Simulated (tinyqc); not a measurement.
Inside a calculation. Method: coherent transport through a tight-binding region between two chains. Computed by tinyqc, a small Python program that keeps every step. Settings: temperature = 77, mu = 0.11. Command: `OMP_NUM_THREADS=1 python tinyqc.py 30467 30468 out.jsonl` (the two numbers bound the seeds that draw the settings). One thread of a shared host (Intel(R) Xeon(R) Processor @ 2.60GHz), about 0.09 s of CPU time with the checks.

## Transmission at E = -0.33 eV

H of the central region (eV):
```
[[0.000000, -2.490000, 0.000000, 0.000000, 0.000000, -2.490000],
 [-2.490000, 1.170000, -2.490000, 0.000000, 0.000000, 0.000000],
 [0.000000, -2.490000, 1.170000, -2.490000, 0.000000, 0.000000],
 [0.000000, 0.000000, -2.490000, 1.170000, -2.490000, 0.000000],
 [0.000000, 0.000000, 0.000000, -2.490000, 1.170000, -2.490000],
 [-2.490000, 0.000000, 0.000000, 0.000000, -2.490000, 0.000000]]
```

Leads: semi-infinite chains with site energy 0:
```
parameter                           value
lead hopping t (eV)              2.540000
coupling to the left lead (eV)   0.880000
coupling to the right lead (eV)  0.490000
left contact site                       1
right contact site                      3
```

E = -0.330000 eV

Surface Green function g = (E - i sqrt(4 t^2 - E^2)) / (2 t^2); self-energy tc^2 g on each contact site; G = (E - H - Sigma)^(-1); Gamma = -2 Im Sigma; T = Gamma_L Gamma_R |G_LR|^2; local density of states -Im G_ii / pi.

g = -0.025575-0.392869i 1/eV

G (1/eV):
```
[[0.163802-0.008202i, 0.248812-0.012093i, -0.013915+0.000917i, -0.257126+0.013170i, -0.140980+0.007017i, 0.172198-0.008943i],
 [0.248812-0.012093i, 0.172319-0.025091i, 0.256601-0.003022i, -0.018487+0.013557i, -0.267738+0.011189i, -0.142800-0.006816i],
 [-0.013915+0.000917i, 0.256601-0.003022i, 0.168493-0.002738i, 0.245989-0.005003i, -0.020307-0.000276i, -0.258222+0.004837i],
 [-0.257126+0.013170i, -0.018487+0.013557i, 0.245989-0.005003i, 0.165877-0.025877i, 0.255544-0.010586i, -0.011935+0.019500i],
 [-0.140980+0.007017i, -0.267738+0.011189i, -0.020307-0.000276i, 0.255544-0.010586i, 0.174250-0.006101i, 0.251032+0.006910i],
 [0.172198-0.008943i, -0.142800-0.006816i, -0.258222+0.004837i, -0.011935+0.019500i, 0.251032+0.006910i, 0.163159-0.015337i]]
```

local density of states (1/eV): [0.002611, 0.007987, 0.000871, 0.008237, 0.001942, 0.004882]

transmission = 0.000022

## Transmission across the band

The same steps on a grid of energies.

T(E):
```
E (eV)              T
-4.82600000  0.001161
-4.34340000  0.194927
-3.86080000  0.007975
-3.37820000  0.005186
-2.89560000  0.006410
-2.41300000  0.015711
-1.93040000  0.410827
-1.44780000  0.006563
-0.96520000  0.000238
-0.48260000  0.000051
0.00000000          0
0.48260000   0.000039
0.96520000   0.000169
1.44780000   0.000486
1.93040000   0.001402
2.41300000   0.005543
2.89560000   0.081806
3.37820000   0.134443
3.86080000   0.001766
4.34340000   0.001449
4.82600000   0.000641
```

levels of the isolated region (eV): [-4.310073, -1.823958, -1.552933, 3.024212, 3.494031, 5.848721]

## Current

I = (2e/h) int T(E) [f(E - mu - V/2) - f(E - mu + V/2)] dE at 77 K with mu = 0.11 eV, the bias not changing H; 2e^2/h = 77.48092 microsiemens; the integral runs over the band on 4001 points.

Current:
```
V (volt)  I (microampere)
0.010000         1.67e-06
0.050000         0.000009
0.100000         0.000018
0.200000         0.000042
0.400000         0.000137
0.800000         0.000708
```
